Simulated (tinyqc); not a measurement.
Inside a calculation. Model: heat flow across a film from the phonon Boltzmann equation in the relaxation-time approximation. Computed by tinyqc, a small Python program that keeps every step. Command: `OMP_NUM_THREADS=1 python tinyqc.py 3000741 3000742 out.jsonl slabbte walk`. One thread of a shared host (Intel(R) Xeon(R) Processor @ 2.30GHz), about 0.02 s of CPU time with the checks. Intermediate numbers are printed to about 6 digits and carried at full precision; extremes and crossings named in words are read from the listed rows.

Two black walls, hot at x = 0 and cold at x = L, emit phonons isotropically. For one free path Lambda, with tau = x/Lambda, tau_L = L/Lambda and phi = (T - T_cold)/Delta T, energy balance gives phi(tau) = (1/2) [E2(tau) + int_0^tau_L phi(s) E1(|tau - s|) ds]; E_n are the exponential integrals. The flux over the ballistic flux C v Delta T/4 is psi = 1 - 2 int_0^tau_L phi(s) E2(s) ds, and kappa_eff/kappa = (3/4) tau_L psi. kappa = C v Lambda/3 is an input, so at fixed kappa a longer free path means a smaller C v.

Inputs (values chosen for the exercise, modelled on diamond):
```
quantity                             value     unit
bulk conductivity kappa               1800  W/(m K)
film thickness L                       240       nm
wall temperature difference Delta T    2.5        K
free path Lambda_1                     410       nm
free path Lambda_2                    2000       nm
share f_2 of kappa                    0.39        -
cells n in the small system              4        -
```

Free-path groups: two.

## The small linear system for Lambda_1

Cut the film into n equal cells with constant phi, collocated at the centres c_i: the kernel integrates to A_ij = |E2(|c_i - e_j|) - E2(|c_i - e_(j+1)|)|/2 for cell edges e_j, and A_ii = 1 - E2(half a cell); solve (1 - A) phi = E2(c)/2; psi = 1 - 2 sum_j phi_j [E3(e_j) - E3(e_(j+1))].

optical thickness tau_L = 0.585366

1 - A, lower triangle (symmetric):
```
           1          2          3         4
1   0.775081
2  -0.111993   0.775081
3  -0.068362  -0.111993   0.775081
4  -0.047231  -0.068362  -0.111993  0.775081
```

right-hand side E2(c)/2: 0.387541  0.275547  0.207185  0.159953

flux weights E3(e_j) - E3(e_(j+1)): 0.115369  0.0811324  0.0608884  0.0469689

## Temperature profile and flux in the small system

In short, (1 - A) phi = b and psi = 1 - 2 sum_j w_j phi_j, with b the right-hand side and w_j the flux weights; the cells divide 0 to tau_L.

phi at the cell centres: 0.640794  0.545458  0.454542  0.359206

psi, small system = 0.674540

## Fine solution for Lambda_1

Use 150 and 300 cells and extrapolate psi = (4 psi(300) - psi(150))/3. The jump at the hot wall is 1 - phi there (linear extrapolation from the first two of 300 cells). Two-flux (diffusion with slip) formula: psi = 1/(1 + 3 tau_L/4).

psi for Lambda_1 = 0.672435

kappa_eff/kappa for Lambda_1 = 0.295215

jump at the wall / Delta T for Lambda_1 = 0.297526

psi, two-flux formula = 0.694915

The small system misses psi by +0.31 % and the two-flux formula by +3.3 %. For Lambda_1 alone: Jumps at the walls and the gradient inside share Delta T.

## Conductivity, flux and boundary resistance of the film

Each group is solved on its own with 150 and 300 cells, psi = (4 psi(300) - psi(150))/3, and weighted by its share of kappa (f_1 is what the others leave); exchange of energy between groups inside the film is left out. Flux J = kappa_eff Delta T/L; apparent boundary resistance per wall (L/kappa_eff - L/kappa)/2.

kappa_eff = 381.090 W/(m K)

kappa_eff/kappa = 0.211717

flux J = 3.96969 GW/m^2

apparent resistance per wall = 0.248219 m^2 K/GW

## Exact and approximate size effects

Two-flux: kappa_eff/kappa = sum f_i/(1 + 4 Lambda_i/(3 L)). Matthiessen with the thickness: sum f_i/(1 + Lambda_i/L). Ballistic limit: sum f_i 3 L/(4 Lambda_i).

Kappa_eff/kappa:
```
L (nm)  Boltzmann   two-flux  Matthiessen  ballistic limit
12      0.0147682  0.0148498    0.0196720        0.0151452
41      0.0477727  0.0484636    0.0632889        0.0517463
100      0.105871   0.108426     0.138179         0.126210
250      0.218038   0.224851     0.274394         0.315526
620      0.386556   0.397741     0.459475         0.782504
1600     0.588710   0.600908     0.658905          2.01937
4100     0.764635   0.774541     0.816677         5.174625
10000    0.880263   0.886277     0.910975          12.6210
```

The two-flux formula lies above the Boltzmann result by at most about 3.1 % (at L = 250 nm); the Matthiessen form is high by up to 33 %, since it misses the factor 3/4 of the ballistic limit. The thinnest film reaches 98 % of that limit, and the thickest, 25 Lambda_1, only 88 % of the bulk value: the long free paths keep the size effect alive far beyond Lambda_1.

Checks made by the program: symmetry phi(tau) + phi(tau_L - tau) = 1 (relative difference below 1e-10); thick-film limit psi = 1/(3 tau_L/4 + 1.0657) at tau_L = 20 (relative difference 2e-04).
